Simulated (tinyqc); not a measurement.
Gated graphene, quantum capacitance: one step of the calculation.

phi is the Fermi level above the Dirac point, in volts; Vg is counted from the gate voltage of charge neutrality. Ideal linear bands, no charge puddles.

Question. Gate capacitance. Cox = eps0 eox/tox.

Values chosen for this exercise:
- eox = 7.67 (relative permittivity of the gate insulator (close to silicon nitride))
- tox = 3 nm (insulator thickness)

Constants: eps0 = 8.8541878128e-14 F/cm where lengths are in cm. Results are converted to the units shown.

Wanted: Cox.

Answer.

Cox = 2.2637 uF/cm^2

tinyqc, about 0.01 s, one thread, Intel Xeon 2.30GHz (shared host): `OMP_NUM_THREADS=1 python tinyqc.py 2200121 2200122 out.jsonl`
